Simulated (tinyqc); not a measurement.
# Biaxially strained (001) channel, valley splitting in an inversion layer: effect of the confining field

A thin layer grown on a relaxed buffer is stretched in the plane. The two valleys with their long axis along the growth direction (D2) sink against the four in-plane ones (D4); confinement in a triangular well splits them too. Only the lowest subband of each set is kept; one relaxation time, so the weakening of intervalley scattering is left out.

e_par = b1 x, e_perp = -2 (c12/c11) e_par, splitting D = Xu (e_par - e_perp), in-plane stress (c11 + c12 - 2 c12^2/c11) e_par. Levels E(m) = 2.33811 (hbar^2 q^2 F^2/(2 m))^(1/3): E2 = E(ml), E4 = E(mt) + D; N2 = 2 mt kB T/(pi hbar^2), N4 = 4 sqrt(mt ml) kB T/(pi hbar^2). EF solves Ns = N2 ln(1 + exp((EF - E2)/Vt)) + N4 ln(1 + exp((EF - E4)/Vt)); f2 is the share in D2, and 1/mc = f2/mt + (1 - f2)(1/mt + 1/ml)/2. The gain is mc(x = 0)/mc.

Parameters, values chosen for the exercise; values close to those of silicon on relaxed silicon-germanium: temperature T = 300 K; germanium share of the relaxed buffer x = 0.17; lattice mismatch per unit x b1 = 0.0418; elastic constant c11 = 167 GPa; elastic constant c12 = 62.1 GPa; shear deformation potential Xu = 8.84 eV; longitudinal mass ml = 0.934 m0; transverse mass mt = 0.194 m0; inversion density Ns = 3.8e12 cm^-2.

Constants: q = 1.602176634e-19 C, kB = 1.380649e-23 J/K, hbar = 1.054571817e-34 J s, m0 = 9.1093837015e-31 kg, Vt = kB T/q, hbar^2/(2 m0) = 0.0380998212 eV nm^2. Results are converted to the units shown.

The same in every row: D (meV) = 109.5.

Result of one run:
```
f2 without strain      f2  mc (m0)   gain
0.9161             0.9986   0.1941  1.034
```

Which confining field F gave this result: 0.5, 0.9, 1.1 or 1.5 MV/cm?

F = 0.9 MV/cm.

The whole series:
```
F (MV/cm)  f2 without strain      f2  mc (m0)   gain
0.1                   0.3581  0.9640   0.1968  1.322
0.3                   0.5879  0.9872   0.1950  1.189
0.5                   0.7498  0.9944   0.1944  1.108
0.7                   0.8539  0.9973   0.1942  1.060
0.9                   0.9161  0.9986   0.1941  1.034
1.1                   0.9519  0.9992   0.1941  1.019
1.3                   0.9721  0.9996   0.1940  1.011
1.5                   0.9836  0.9998   0.1940  1.006
```

As F goes from 0.1 to 1.5 MV/cm, f2 rises from 0.964 to 1.00 (without strain: it rises from 0.358 to 0.984) and the gain falls from 1.32 to 1.01. Strong confinement already empties D4, so strain has less to move. For F = 0.1 to 0.3 MV/cm the second D2 subband, left out here, lies within 2 Vt of EF or below it.

tinyqc, about 0.01 s, one thread, Intel Xeon 2.30GHz (shared host): `OMP_NUM_THREADS=1 python tinyqc.py 2530092 2530093 out.jsonl`
